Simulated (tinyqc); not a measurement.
# Worked calculation: frequency dispersion of an accumulation capacitance by border traps, distributed model

Computed by the program tinyqc: `OMP_NUM_THREADS=1 python tinyqc.py 2202065 2202066 out.jsonl`, one thread of a shared Intel Xeon 2.30GHz, about 0.5 s for the whole run. Printed values are rounded.

Traps spread evenly through the insulator exchange electrons with the semiconductor by tunnelling, with tau(x) = t0 exp(2 ka x) at depth x from the interface. The admittance per area Y seen at depth x obeys dY/dx = -Y^2/(i w eps0 eox) + q Nb ln(1 + i w tau)/tau, with Y(0) = i w Cs and w = 2 pi f; the gate sees Y(tox) = G + i w C. Working variable y = Y/(i w), in uF/cm^2. Cox = eps0 eox/tox.

Parameters, values chosen for the exercise; permittivity close to that of zirconium oxide:
```
symbol   value         unit                                               meaning
eox       22.8                             relative permittivity of the insulator
tox        8.7           nm                                   insulator thickness
Cs         1.9      uF/cm^2             semiconductor capacitance in accumulation
Nb      4.5e18  cm^-3 eV^-1                               density of border traps
ka         5.6         1/nm  decay constant of the wave function in the insulator
t0        2e-9            s              time constant of a trap at the interface
f         1000           Hz                                             frequency
xe         1.5           nm               depth down to which the steps are taken
```

Constants: q = 1.602176634e-19 C, eps0 = 8.8541878128e-14 F/cm where lengths are in cm. Results are converted to the units shown.

## Scales and lumped estimate

Cox; trap-free value 1/(1/Cox + 1/Cs); response depth d = ln(1/(w t0))/(2 ka), where w tau = 1; lumped estimate: all traps within d act as C_bt = q Nb d placed at d/2, so C = 1/{1/[1/(1/Cs + d/(2 eps0 eox)) + C_bt] + (tox - d/2)/(eps0 eox)}.

Cox = 2.32041 uF/cm^2
trap-free C = 1.04463 uF/cm^2
d = 1.00754 nm
C_bt = 0.0726418 uF/cm^2
lumped C = 1.06832 uF/cm^2

The traps within reach amount to 0.0382 Cs and lie in the first 11.6 % of the insulator.

## Midpoint steps through the active depth

In terms of y: dy/dx = -y^2/(eps0 eox) + s(x), s = q Nb ln(1 + z)/z, z = i w tau. 10 midpoint steps of h = xe/10: y_half = y + (h/2) y'(x, y), y(new) = y + h y'(x + h/2, y_half).

```
point	x (nm)	s (uF/(cm^2 nm))	y (uF/cm^2)
0	0	0.0720979-0.0000005i	1.90000+0.00000i
1	0.15	0.0720979-0.0000024i	1.88422+0.00000i
2	0.3	0.0720979-0.0000130i	1.86887+0.00000i
3	0.45	0.0720979-0.0000700i	1.85394-0.00001i
4	0.6	0.0720953-0.0003754i	1.83942-0.00003i
5	0.75	0.0720230-0.0020114i	1.82529-0.00016i
6	0.9	0.0700468-0.0103505i	1.81148-0.00084i
7	1.05	0.0454710-0.0286291i	1.79673-0.00387i
8	1.2	0.0121562-0.0180587i	1.77677-0.00763i
9	1.35	0.0024115-0.0059708i	1.75442-0.00901i
10	1.5	0.0004545-0.0016001i	1.73200-0.00924i
```

## Capacitance and conductance at the gate

y at xe = 1.73200-0.00924i uF/cm^2

Beyond xe the traps are ignored, so 1/y(tox) = 1/y(xe) + (tox - xe)/(eps0 eox); C = Re y, G/w = -Im y, loss tangent G/(w C).

y at the gate = 1.07065-0.00353i uF/cm^2
C = 1.07065 uF/cm^2
G/w = 0.00353182 uF/cm^2
loss tangent = 0.00329877

A fine integration over the whole insulator gives C = 1.0707 and G/w = 0.003602 uF/cm^2; the coarse G/w is 1.9 % below that. The fine C is 2.5 % above the trap-free value, and the lumped estimate is 0.22 % below the fine result.
